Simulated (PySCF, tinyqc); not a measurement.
Inside a calculation. Method: FCI on RHF in the sto-6g basis, frozen core, for Li-, spin multiplicity 1. The basis has no diffuse functions, so it cannot describe the extra electron: this is an exercise in the method, not the real anion. The lowest restricted solution is unstable here: a spin-polarised one lies 0.0049 hartree lower (PySCF). Computed by tinyqc, a small Python program that keeps every step (integrals from PySCF). Settings: charge = -1, multiplicity = 1, basis = sto-6g, method = RHF, frozen orbitals = 1, energy threshold = 1e-10, iteration cap = 67, orthogonalisation = symmetric, start = atomic densities, DIIS depth = 6, ci = FCI. Command: `OMP_NUM_THREADS=1 python tinyqc.py 31357 31358 out.jsonl` (the two numbers bound the seeds that draw the settings). One thread of a shared host (Intel(R) Xeon(R) Processor @ 2.60GHz), about 0.07 s of CPU time with the checks. The early iterations of the SCF are left out here.

## One-electron integrals

Geometry (angstrom):
```
atom       x       y       z
Li    0.0000  0.0000  0.0000
```

Basis sto-6g: exponents (1/bohr^2) and contraction coefficients of normalised primitives:
```
element  l (shell)  exponent  coefficient
Li           s (1)  167.1758       0.0092
Li           s (1)   30.6515       0.0494
Li           s (1)    8.5752       0.1685
Li           s (1)    2.9458       0.3706
Li           s (1)    1.1439       0.4165
Li           s (1)    0.4711       0.1303
Li           s (2)    6.5976      -0.0133
Li           s (2)    1.3058      -0.0470
Li           s (2)    0.4059      -0.0338
Li           s (2)    0.1561       0.2502
Li           s (2)    0.0678       0.5951
Li           s (2)    0.0311       0.2407
Li           p (3)    6.5976       0.0038
Li           p (3)    1.3058       0.0377
Li           p (3)    0.4059       0.1739
Li           p (3)    0.1561       0.4180
Li           p (3)    0.0678       0.4259
Li           p (3)    0.0311       0.1017
```

Overlap, kinetic and nuclear-attraction integrals over the contracted functions; the nuclear repulsion is the sum of Za Zb / Rab.

nuclear repulsion = 0 hartree

overlap S, order 1Li 1s, 1Li 2s, 1Li 2px, 1Li 2py, 1Li 2pz:
```
[[1.0000, 0.2357, 0.0000, 0.0000, 0.0000],
 [0.2357, 1.0000, 0.0000, 0.0000, 0.0000],
 [0.0000, 0.0000, 1.0000, 0.0000, 0.0000],
 [0.0000, 0.0000, 0.0000, 1.0000, 0.0000],
 [0.0000, 0.0000, 0.0000, 0.0000, 1.0000]]
```

kinetic energy T (hartree), order 1Li 1s, 1Li 2s, 1Li 2px, 1Li 2py, 1Li 2pz:
```
[[3.6167, -0.1107, 0.0000, 0.0000, 0.0000],
 [-0.1107, 0.1065, 0.0000, 0.0000, 0.0000],
 [0.0000, 0.0000, 0.3200, 0.0000, 0.0000],
 [0.0000, 0.0000, 0.0000, 0.3200, 0.0000],
 [0.0000, 0.0000, 0.0000, 0.0000, 0.3200]]
```

nuclear attraction V (hartree), order 1Li 1s, 1Li 2s, 1Li 2px, 1Li 2py, 1Li 2pz:
```
[[-8.0671, -0.8284, 0.0000, 0.0000, 0.0000],
 [-0.8284, -1.2000, 0.0000, 0.0000, 0.0000],
 [0.0000, 0.0000, -1.2000, 0.0000, 0.0000],
 [0.0000, 0.0000, 0.0000, -1.2000, 0.0000],
 [0.0000, 0.0000, 0.0000, 0.0000, -1.2000]]
```

core Hamiltonian H = T + V (hartree), order 1Li 1s, 1Li 2s, 1Li 2px, 1Li 2py, 1Li 2pz:
```
[[-4.4504, -0.9391, 0.0000, 0.0000, 0.0000],
 [-0.9391, -1.0935, 0.0000, 0.0000, 0.0000],
 [0.0000, 0.0000, -0.8800, 0.0000, 0.0000],
 [0.0000, 0.0000, 0.0000, -0.8800, 0.0000],
 [0.0000, 0.0000, 0.0000, 0.0000, -0.8800]]
```

## Two-electron integrals

Functions are numbered as in S; the eight-fold symmetry (ij|kl) = (ji|kl) = (kl|ij) leaves the list below.

Two-electron integrals (ij|kl) in chemists' order, unique and non-zero (hartree):
```
(11|11) 1.6812   (21|11) 0.2426   (21|21) 0.0445   (22|11) 0.3972
(22|21) 0.0903   (22|22) 0.2906   (31|31) 0.0094   (32|31) 0.0143
(32|32) 0.0642   (33|11) 0.3972   (33|21) 0.0903   (33|22) 0.2906
(33|33) 0.3131   (41|41) 0.0094   (42|41) 0.0143   (42|42) 0.0642
(43|43) 0.0169   (44|11) 0.3972   (44|21) 0.0903   (44|22) 0.2906
(44|33) 0.2794   (44|44) 0.3131   (51|51) 0.0094   (52|51) 0.0143
(52|52) 0.0642   (53|53) 0.0169   (54|54) 0.0169   (55|11) 0.3972
(55|21) 0.0903   (55|22) 0.2906   (55|33) 0.2794   (55|44) 0.2794
(55|55) 0.3131
```

## Orthogonalisation

S = U s U^T; symmetric (Loewdin) form X = U s^(-1/2) U^T, so that X^T S X = 1.

eigenvalues of S: [0.7643, 1.0000, 1.0000, 1.0000, 1.2357]

X, order 1Li 1s, 1Li 2s, 1Li 2px, 1Li 2py, 1Li 2pz:
```
[[1.0217, -0.1222, 0.0000, 0.0000, 0.0000],
 [-0.1222, 1.0217, 0.0000, 0.0000, 0.0000],
 [0.0000, 0.0000, 1.0000, 0.0000, 0.0000],
 [0.0000, 0.0000, 0.0000, 1.0000, 0.0000],
 [0.0000, 0.0000, 0.0000, 0.0000, 1.0000]]
```

## Iteration 3 (converged): orbitals

converged F (hartree), order 1Li 1s, 1Li 2s, 1Li 2px, 1Li 2py, 1Li 2pz:
```
[[-1.9973, -0.5208, 0.0000, 0.0000, 0.0000],
 [-0.5208, -0.0369, 0.0000, 0.0000, 0.0000],
 [0.0000, 0.0000, 0.4156, 0.0000, 0.0000],
 [0.0000, 0.0000, 0.0000, 0.4156, 0.0000],
 [0.0000, 0.0000, 0.0000, 0.0000, 0.4156]]
```

Diagonalise F' = X^T F X, C = X C', fill 2 alpha and 2 beta electrons from the bottom; D = 2 C_occ C_occ^T. Each column has its largest component positive (the first on a tie).

F' = X^T F X (hartree):
```
[[-1.9556, -0.2976, 0.0000, 0.0000, 0.0000],
 [-0.2976, 0.0617, 0.0000, 0.0000, 0.0000],
 [0.0000, 0.0000, 0.4156, 0.0000, 0.0000],
 [0.0000, 0.0000, 0.0000, 0.4156, 0.0000],
 [0.0000, 0.0000, 0.0000, 0.0000, 0.4156]]
```

orbital energies (hartree): [-1.9986, 0.1047, 0.4156, 0.4156, 0.4156]

coefficients C, order 1Li 1s, 1Li 2s, 1Li 2px, 1Li 2py, 1Li 2pz:
```
[[0.9938, -0.2669, 0.0000, 0.0000, 0.0000],
 [0.0251, 1.0287, 0.0000, 0.0000, 0.0000],
 [0.0000, 0.0000, 1.0000, 0.0000, 0.0000],
 [0.0000, 0.0000, 0.0000, 1.0000, 0.0000],
 [0.0000, 0.0000, 0.0000, 0.0000, 1.0000]]
```

D after iteration 3, order 1Li 1s, 1Li 2s, 1Li 2px, 1Li 2py, 1Li 2pz:
```
[[2.1177, -0.4992, 0.0000, 0.0000, 0.0000],
 [-0.4992, 2.1177, 0.0000, 0.0000, 0.0000],
 [0.0000, 0.0000, 0.0000, 0.0000, 0.0000],
 [0.0000, 0.0000, 0.0000, 0.0000, 0.0000],
 [0.0000, 0.0000, 0.0000, 0.0000, 0.0000]]
```

Within a degenerate level the vectors are fixed only up to a rotation; this is one choice.

## Convergence

Stop when the energy changes by less than 1e-10 hartree and every element of the error matrix X^T (F D S - S D F) X is below 3e-06.

Course of the cycle:
```
iteration  E (hartree)    change  largest element of the error matrix
1            -8.735697         -                             1.18e-01
2            -7.295246  1.44e+00                             4.35e-16
3            -7.295246    0.0000                             4.35e-16
```

PySCF RHF in the same basis = -7.295246 hartree

Converged in 3 iterations.

## Integrals over molecular orbitals

(pq|rs) = sum C_ip C_jq C_kr C_ls (ij|kl), one index at a time.

one-electron integrals over orbitals h = C^T H C (hartree):
```
[[-4.4428, 0.1986, 0.0000, 0.0000, 0.0000],
 [0.1986, -0.9586, 0.0000, 0.0000, 0.0000],
 [0.0000, 0.0000, -0.8800, 0.0000, 0.0000],
 [0.0000, 0.0000, 0.0000, -0.8800, 0.0000],
 [0.0000, 0.0000, 0.0000, 0.0000, -0.8800]]
```

Two-electron integrals over orbitals (pq|rs), unique and non-zero (hartree); the lowest 1 orbital is frozen and left out:
```
(22|22) 0.2834   (32|32) 0.0608   (33|22) 0.2863   (33|33) 0.3131
(42|42) 0.0608   (43|43) 0.0169   (44|22) 0.2863   (44|33) 0.2794
(44|44) 0.3131   (52|52) 0.0608   (53|53) 0.0169   (54|54) 0.0169
(55|22) 0.2863   (55|33) 0.2794   (55|44) 0.2794   (55|55) 0.3131
```

## FCI: determinants and Hamiltonian

one-electron integrals dressed by the frozen orbital, h + 2 (pq|11) - (p1|1q) (hartree), order 2, 3, 4, 5:
```
[[-0.1787, 0.0000, 0.0000, 0.0000],
 [0.0000, -0.0961, 0.0000, 0.0000],
 [0.0000, 0.0000, -0.0961, 0.0000],
 [0.0000, 0.0000, 0.0000, -0.0961]]
```

energy of the frozen orbital, 2 h_11 + (11|11) = -7.221232 hartree

Hartree-Fock energy = -7.295246 hartree

Slater-Condon rules over spin orbitals, with the nuclear repulsion and the energy of the frozen orbital added and E(HF) subtracted on the diagonal.

Occupation strings over the orbitals (2 doubly, a alpha, b beta, 0 empty; spin orbitals ordered 1a 1b 2a 2b ...): 22000 2ab00 2a0b0 2a00b 2ba00 2b0a0 2b00a 20200 20ab0 20a0b 20ba0 20020 200ab 20b0a 200ba 20002

H - E(HF) between determinants (hartree), order 22000, 2ab00, 2a0b0, 2a00b, 2ba00, 2b0a0, 2b00a, 20200, 20ab0, 20a0b, 20ba0, 20020, 200ab, 20b0a, 200ba, 20002:
```
[[0.0000, 0.0000, 0.0000, 0.0000, 0.0000, 0.0000, 0.0000, 0.0608, 0.0000, 0.0000, 0.0000, 0.0608, 0.0000, 0.0000, 0.0000, 0.0608],
 [0.0000, 0.0854, 0.0000, 0.0000, -0.0608, 0.0000, 0.0000, 0.0000, 0.0000, 0.0000, 0.0000, 0.0000, 0.0000, 0.0000, 0.0000, 0.0000],
 [0.0000, 0.0000, 0.0854, 0.0000, 0.0000, -0.0608, 0.0000, 0.0000, 0.0000, 0.0000, 0.0000, 0.0000, 0.0000, 0.0000, 0.0000, 0.0000],
 [0.0000, 0.0000, 0.0000, 0.0854, 0.0000, 0.0000, -0.0608, 0.0000, 0.0000, 0.0000, 0.0000, 0.0000, 0.0000, 0.0000, 0.0000, 0.0000],
 [0.0000, -0.0608, 0.0000, 0.0000, 0.0854, 0.0000, 0.0000, 0.0000, 0.0000, 0.0000, 0.0000, 0.0000, 0.0000, 0.0000, 0.0000, 0.0000],
 [0.0000, 0.0000, -0.0608, 0.0000, 0.0000, 0.0854, 0.0000, 0.0000, 0.0000, 0.0000, 0.0000, 0.0000, 0.0000, 0.0000, 0.0000, 0.0000],
 [0.0000, 0.0000, 0.0000, -0.0608, 0.0000, 0.0000, 0.0854, 0.0000, 0.0000, 0.0000, 0.0000, 0.0000, 0.0000, 0.0000, 0.0000, 0.0000],
 [0.0608, 0.0000, 0.0000, 0.0000, 0.0000, 0.0000, 0.0000, 0.1948, 0.0000, 0.0000, 0.0000, 0.0169, 0.0000, 0.0000, 0.0000, 0.0169],
 [0.0000, 0.0000, 0.0000, 0.0000, 0.0000, 0.0000, 0.0000, 0.0000, 0.1611, 0.0000, -0.0169, 0.0000, 0.0000, 0.0000, 0.0000, 0.0000],
 [0.0000, 0.0000, 0.0000, 0.0000, 0.0000, 0.0000, 0.0000, 0.0000, 0.0000, 0.1611, 0.0000, 0.0000, 0.0000, -0.0169, 0.0000, 0.0000],
 [0.0000, 0.0000, 0.0000, 0.0000, 0.0000, 0.0000, 0.0000, 0.0000, -0.0169, 0.0000, 0.1611, 0.0000, 0.0000, 0.0000, 0.0000, 0.0000],
 [0.0608, 0.0000, 0.0000, 0.0000, 0.0000, 0.0000, 0.0000, 0.0169, 0.0000, 0.0000, 0.0000, 0.1948, 0.0000, 0.0000, 0.0000, 0.0169],
 [0.0000, 0.0000, 0.0000, 0.0000, 0.0000, 0.0000, 0.0000, 0.0000, 0.0000, 0.0000, 0.0000, 0.0000, 0.1611, 0.0000, -0.0169, 0.0000],
 [0.0000, 0.0000, 0.0000, 0.0000, 0.0000, 0.0000, 0.0000, 0.0000, 0.0000, -0.0169, 0.0000, 0.0000, 0.0000, 0.1611, 0.0000, 0.0000],
 [0.0000, 0.0000, 0.0000, 0.0000, 0.0000, 0.0000, 0.0000, 0.0000, 0.0000, 0.0000, 0.0000, 0.0000, -0.0169, 0.0000, 0.1611, 0.0000],
 [0.0608, 0.0000, 0.0000, 0.0000, 0.0000, 0.0000, 0.0000, 0.0169, 0.0000, 0.0000, 0.0000, 0.0169, 0.0000, 0.0000, 0.0000, 0.1948]]
```

## FCI: roots

Diagonalise (each vector has its largest component positive (the first on a tie)); all determinants have Ms = 0, so triplets appear too. The lowest singlet root is the correlation energy.

lowest roots of this matrix, relative to E(HF) (hartree): [-0.0411, 0.0246, 0.0246, 0.0246, 0.1442, 0.1442, 0.1442, 0.1462]

lowest vectors, order 22000, 2ab00, 2a0b0, 2a00b, 2ba00, 2b0a0, 2b00a, 20200, 20ab0, 20a0b, 20ba0, 20020, 200ab, 20b0a, 200ba, 20002:
```
[[0.9315, 0.0000, 0.0000, 0.0000],
 [0.0000, -0.0861, 0.7017, 0.0121],
 [0.0000, 0.6789, 0.0802, 0.1806],
 [0.0000, -0.1778, -0.0336, 0.6836],
 [0.0000, -0.0861, 0.7017, 0.0121],
 [0.0000, 0.6789, 0.0802, 0.1806],
 [0.0000, -0.1778, -0.0336, 0.6836],
 [-0.2100, 0.0000, 0.0000, 0.0000],
 [0.0000, 0.0000, 0.0000, 0.0000],
 [0.0000, 0.0000, 0.0000, 0.0000],
 [0.0000, 0.0000, 0.0000, 0.0000],
 [-0.2100, 0.0000, 0.0000, 0.0000],
 [0.0000, 0.0000, 0.0000, 0.0000],
 [0.0000, 0.0000, 0.0000, 0.0000],
 [0.0000, 0.0000, 0.0000, 0.0000],
 [-0.2100, 0.0000, 0.0000, 0.0000]]
```

<S^2> of these roots: [0.0000, 2.0000, 2.0000, 2.0000, 2.0000, 2.0000, 2.0000, 0.0000]

weight of the ground state by excitation level 0, 1, 2, ...: [0.8677, 0.0000, 0.1323]

Within a degenerate level the vectors are fixed only up to a rotation; this is one choice.

The reference has a weight of only 0.87: one determinant is a poor start here.
